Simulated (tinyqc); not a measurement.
Inside a calculation. Method: Jacobi rotations on a symmetric matrix. One step of it, computed by the program tinyqc.

Question. Jacobi rotation 2. Take the largest off-diagonal element A_pq; tan 2 theta = 2 A_pq / (A_qq - A_pp) with |theta| <= pi/4; A' = J^T A J with J_pp = J_qq = cos, J_pq = sin, J_qp = -sin.

A':
```
           1          2         3
1  -0.470444  -0.296685  0.000000
2  -0.296685   0.457000  0.525245
3   0.000000   0.525245  1.391444
```

Give: p, q, theta; A'.

Answer.

p, q, theta (rad): 2.000  3.000  0.422

A':
```
        1       2       3
1  -0.470  -0.271  -0.121
2  -0.271   0.221   0.000
3  -0.121   0.000   1.627
```
